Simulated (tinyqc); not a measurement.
# Segment and feed resistance from two drops

Question. A rail is fed at one end through Rq; K loads of Ij follow, each after a segment Rs. The drop at load j is K Ij Rq + Rs Ij sum_(l=1..j) (K - l + 1). Find Rs, Rq and the worst drop, at the middle, if the rail were fed through Rq at both ends: K Ij Rq/2 + Rs Ij K^2/8 with the load taken as continuous.

Inputs (values chosen for the exercise):
```
symbol,value,unit,meaning
K,12,,number of equal loads
Ij,0.22,mA,current of each load
```

drops at the first and at the last load (mV): 0.58344000  3.0518400

Answer. The difference of the two drops is Rs Ij K (K - 1)/2, which gives Rs; the first drop then gives Rq.

Rs = 0.170 ohm
Rq = 0.0510 ohm
drop at the middle with two feeds = 0.741 mV

Computed by the program tinyqc: `OMP_NUM_THREADS=1 python tinyqc.py 2770158 2770159 out.jsonl`, one thread of a shared Intel Xeon 2.30GHz, about 0.09 s for the whole run.
